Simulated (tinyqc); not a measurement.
FCI on RHF in the 6-311g basis, for H2, spin multiplicity 1, step by step. One step of it, computed by the program tinyqc.

Question. FCI: roots. Diagonalise (each vector has its largest component positive (the first on a tie)); all determinants have Ms = 0, so triplets appear too. The lowest singlet root is the correlation energy.

Occupation strings over the orbitals (2 doubly, a alpha, b beta, 0 empty; spin orbitals ordered 1a 1b 2a 2b ...): 200000 a0b000 a0000b b0a000 b0000a 020000 0a0b00 0a00b0 002000 00a00b 0b0a00 000200 000ab0 0b00a0 000ba0 000020 00b00a 000002

H - E(HF) between determinants (hartree), order 200000, a0b000, a0000b, b0a000, b0000a, 020000, 0a0b00, 0a00b0, 002000, 00a00b, 0b0a00, 000200, 000ab0, 0b00a0, 000ba0, 000020, 00b00a, 000002:
```
[[0.000000, 0.000000, 0.000000, 0.000000, 0.000000, 0.069347, -0.073684, -0.028774, 0.054241, 0.039775, 0.073684, 0.097793, 0.055657, 0.028774, -0.055657, 0.076915, -0.039775, 0.072051],
 [0.000000, 0.557358, -0.051143, -0.054241, -0.039775, 0.014981, 0.047970, 0.033753, 0.082734, -0.035481, -0.006544, -0.049507, -0.048689, -0.019251, 0.028812, -0.042650, -0.045989, -0.039111],
 [0.000000, -0.051143, 2.645683, -0.039775, -0.072051, -0.010387, 0.026402, 0.110277, -0.035481, -0.014875, -0.020923, -0.050198, -0.145294, -0.035515, 0.062760, -0.123153, 0.039111, -0.053417],
 [0.000000, -0.054241, -0.039775, 0.557358, -0.051143, -0.014981, -0.006544, -0.019251, -0.082734, -0.045989, 0.047970, 0.049507, 0.028812, 0.033753, -0.048689, 0.042650, -0.035481, 0.039111],
 [0.000000, -0.039775, -0.072051, -0.051143, 2.645683, 0.010387, -0.020923, -0.035515, 0.035481, 0.039111, 0.026402, 0.050198, 0.062760, 0.110277, -0.145294, 0.123153, -0.014875, 0.053417],
 [0.069347, 0.014981, -0.010387, -0.014981, 0.010387, 0.892524, 0.148264, 0.035783, 0.030795, 0.006685, -0.148264, 0.064237, 0.011277, -0.035783, -0.011277, 0.028394, -0.006685, 0.018895],
 [-0.073684, 0.047970, 0.026402, -0.006544, -0.020923, 0.148264, 1.185648, -0.164794, 0.014891, -0.019052, -0.064237, 0.104141, -0.052230, -0.011277, -0.010673, -0.040542, 0.013786, -0.029361],
 [-0.028774, 0.033753, 0.110277, -0.019251, -0.035515, 0.035783, -0.164794, 2.908233, -0.007196, -0.006154, -0.011277, -0.052230, 0.047828, -0.028394, 0.040542, -0.032374, 0.016900, -0.053711],
 [0.054241, 0.082734, -0.035481, -0.082734, 0.035481, 0.030795, 0.014891, -0.007196, 1.261087, -0.109091, -0.014891, 0.040056, 0.023900, 0.007196, -0.023900, 0.031801, 0.109091, 0.032840],
 [0.039775, -0.035481, -0.014875, -0.045989, 0.039111, 0.006685, -0.019052, -0.006154, -0.109091, 3.186157, 0.013786, 0.021974, 0.083160, 0.016900, -0.036969, 0.090471, -0.032840, -0.023092],
 [0.073684, -0.006544, -0.020923, 0.047970, 0.026402, -0.148264, -0.064237, -0.011277, -0.014891, 0.013786, 1.185648, -0.104141, -0.010673, -0.164794, -0.052230, 0.040542, -0.019052, 0.029361],
 [0.097793, -0.049507, -0.050198, 0.049507, 0.050198, 0.064237, 0.104141, -0.052230, 0.040056, 0.021974, -0.104141, 1.524418, -0.112618, 0.052230, 0.112618, 0.085247, -0.021974, 0.056483],
 [0.055657, -0.048689, -0.145294, 0.028812, 0.062760, 0.011277, -0.052230, 0.047828, 0.023900, 0.083160, -0.010673, -0.112618, 3.296180, 0.040542, -0.085247, -0.014419, -0.036969, 0.107166],
 [0.028774, -0.019251, -0.035515, 0.033753, 0.110277, -0.035783, -0.011277, -0.028394, 0.007196, 0.016900, -0.164794, 0.052230, 0.040542, 2.908233, 0.047828, 0.032374, -0.006154, 0.053711],
 [-0.055657, 0.028812, 0.062760, -0.048689, -0.145294, -0.011277, -0.010673, 0.040542, -0.023900, -0.036969, -0.052230, 0.112618, -0.085247, 0.047828, 3.296180, 0.014419, 0.083160, -0.107166],
 [0.076915, -0.042650, -0.123153, 0.042650, 0.123153, 0.028394, -0.040542, -0.032374, 0.031801, 0.090471, 0.040542, 0.085247, -0.014419, 0.032374, 0.014419, 5.210024, -0.090471, 0.285185],
 [-0.039775, -0.045989, 0.039111, -0.035481, -0.014875, -0.006685, 0.013786, 0.016900, 0.109091, -0.032840, -0.019052, -0.021974, -0.036969, -0.006154, 0.083160, -0.090471, 3.186157, 0.023092],
 [0.072051, -0.039111, -0.053417, 0.039111, 0.053417, 0.018895, -0.029361, -0.053711, 0.032840, -0.023092, 0.029361, 0.056483, 0.107166, 0.053711, -0.107166, 0.285185, 0.023092, 5.363978]]
```

Give: lowest roots of this matrix, relative to E(HF); lowest vectors; <S^2> of these roots; weight of the ground state by excitation level 0, 1, 2, ....

Answer.

lowest roots of this matrix, relative to E(HF) (hartree): [-0.032, 0.493, 0.573, 0.801, 1.105, 1.245, 1.281, 1.602]

lowest vectors, order 200000, a0b000, a0000b, b0a000, b0000a, 020000, 0a0b00, 0a00b0, 002000, 00a00b, 0b0a00, 000200, 000ab0, 0b00a0, 000ba0, 000020, 00b00a, 000002:
```
[[0.986, 0.000, 0.022, 0.123],
 [-0.009, 0.704, 0.689, -0.027],
 [-0.006, 0.031, 0.008, 0.011],
 [0.009, 0.704, -0.689, 0.027],
 [0.006, 0.031, -0.008, -0.011],
 [-0.092, 0.000, -0.010, 0.903],
 [0.074, -0.049, -0.065, -0.285],
 [0.013, -0.009, -0.018, -0.035],
 [-0.039, 0.000, -0.176, -0.046],
 [-0.011, 0.021, -0.013, -0.009],
 [-0.074, -0.049, 0.065, 0.285],
 [-0.068, 0.000, 0.095, -0.020],
 [-0.017, 0.005, 0.024, -0.011],
 [-0.013, -0.009, 0.018, 0.035],
 [0.017, 0.005, -0.024, 0.011],
 [-0.011, 0.000, 0.011, -0.012],
 [0.011, 0.021, 0.013, 0.009],
 [-0.010, 0.000, 0.008, -0.009]]
```

<S^2> of these roots: [0.000, 2.000, 0.000, 0.000, 2.000, 0.000, 0.000, 0.000]

weight of the ground state by excitation level 0, 1, 2, ...: [0.973, 0.000, 0.027]
